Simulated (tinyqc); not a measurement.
# Worked calculation: MOS capacitor on an n-type substrate, surface potential from the exact charge relation

Computed by the program tinyqc: `OMP_NUM_THREADS=1 python tinyqc.py 2060122 2060123 out.jsonl`, one thread of a shared Intel Xeon 2.30GHz, about 0.01 s for the whole run. Printed values are rounded.

Uniform n-type substrate, Boltzmann statistics, full ionisation, classical densities. psi is the surface potential against the body (positive when the bands bend down) and u = -psi/Vt. Traps are spread evenly over the gap and neutral at flat band, so their charge is -q Dit psi; the minority quasi-Fermi level is shifted by Vb.

Parameters, values chosen for the exercise; band and dielectric values close to those of silicon: temperature T = 350 K; band gap Eg = 1.13 eV; relative permittivity eps_r = 11.7; conduction-band density of states at T Nc = 3.45e19 cm^-3; valence-band density of states at T Nv = 3.34e19 cm^-3; electron affinity chi = 4.07 eV; donor density of the substrate N = 5.2e16 cm^-3; relative permittivity of the gate insulator (close to zirconium oxide) eox = 25; insulator thickness tox = 42 nm; gate work function phiM = 4.87 eV; fixed charge at the interface, in units of q Nf = 7e10 cm^-2; density of interface traps Dit = 0 cm^-2 eV^-1; reverse bias of the inversion layer against the body Vb = 0 V; gate voltage against the body Vg = -0.27 V.

Constants: q = 1.602176634e-19 C, kB = 1.380649e-23 J/K, Vt = kB T/q, eps0 = 8.8541878128e-14 F/cm where lengths are in cm. Results are converted to the units shown.

## Flat band, threshold and scales

ni = sqrt(Nc Nv) exp(-Eg/(2 Vt)), Eg in volts; phiF = Vt ln(N/ni); Cox = eps0 eox/tox; Vfb = phiM - chi - Vt ln(Nc/N) - q Nf/Cox; Q0 = sqrt(2 eps0 eps_r q N Vt); r = (ni/N)^2 exp(-Vb/Vt); VT = Vfb - [(2 phiF + Vb)(1 + q Dit/Cox) + sqrt(2 eps0 eps_r q N (2 phiF + Vb))/Cox].

ni = 2.483939e11 cm^-3
phiF = 0.3695206 V
Cox = 0.5270350 uF/cm^2
Vfb = 0.5827521 V
Q0 = 22.81706 nC/cm^2
r = 2.281787e-11
VT = -0.3705950 V

## Starting value

psi = Vg - Vfb, limited to the range from +4 Vt to -(2 phiF + Vb + 4 Vt).

psi at the start = -0.8527521 V

## Iteration 1: Newton step for the surface potential

u = -psi/Vt; F^2 = exp(-u) + u - 1 + r (exp(u) - u - 1); Qs = +sign(u) Q0 F; Cs = -dQs/dpsi = (Q0/Vt) |1 - exp(-u) + r (exp(u) - 1)|/(2 F). f = Vfb + psi + (q Dit psi - Qs)/Cox - Vg, f' = 1 + (Cs + q Dit)/Cox, psi(new) = psi - f/f'.

u = 28.27365
F = 8.406018
Qs = 191.8006 nC/cm^2
Cs = 1.997372 uF/cm^2
f = -0.3639238 V
f' = 4.789828
psi after iteration 1 = -0.7767736 V

## Iteration 2: Newton step for the surface potential

As before.

u = 25.75452
F = 5.314934
Qs = 121.2711 nC/cm^2
Cs = 0.3198333 uF/cm^2
f = -0.1541223 V
f' = 1.606854
psi after iteration 2 = -0.6808581 V

## Course of the Newton iteration

Stop when the step is below 1e-10 V, or after 60 iterations.

Course of the iteration:
```
iteration  psi before the step (V)     f (V)  step (V)
1                       -0.8527521    -0.364    0.0760
2                       -0.7767736    -0.154    0.0959
3                       -0.6808581   -0.0299    0.0254
4                       -0.6554653  -1.37e-4   1.18e-4
5                       -0.6553476  -1.28e-9   1.10e-9
6                       -0.6553476         0         0
```

Converged in 6 iterations.

## Charges, field and capacitances at the solution

converged psi = -0.6553476 V

u = -psi/Vt; F^2 = exp(-u) + u - 1 + r (exp(u) - u - 1); Qs = +sign(u) Q0 F; Cs = -dQs/dpsi = (Q0/Vt) |1 - exp(-u) + r (exp(u) - 1)|/(2 F). Low frequency: 1/C_LF = 1/Cox + 1/(Cs + q Dit). High frequency, in the simple estimate in which traps and minority carriers do not follow: 1/C_HF = 1/Cox + 1/Cd, Cd being Cs with r = 0 at the same psi. Minority sheet density N_inv = (Q0/(2 q)) int_0^u r (exp(t) - 1)/F(t) dt for u > 0. Oxide field |Qs - q Dit psi + q Nf|/(eps0 eox).

Qs = 104.0390 nC/cm^2
N_inv = 9.999310e8 cm^-2
oxide field = 0.05206769 MV/cm
Cs = 0.08812950 uF/cm^2
C_LF/Cox = 0.1432617
C_HF/Cox = 0.1361731

The surface is in weak inversion (borders at |psi| = 0, phiF + Vb and 2 phiF + Vb = 0.739 V). Minority carriers make up 0.154 % of Qs.
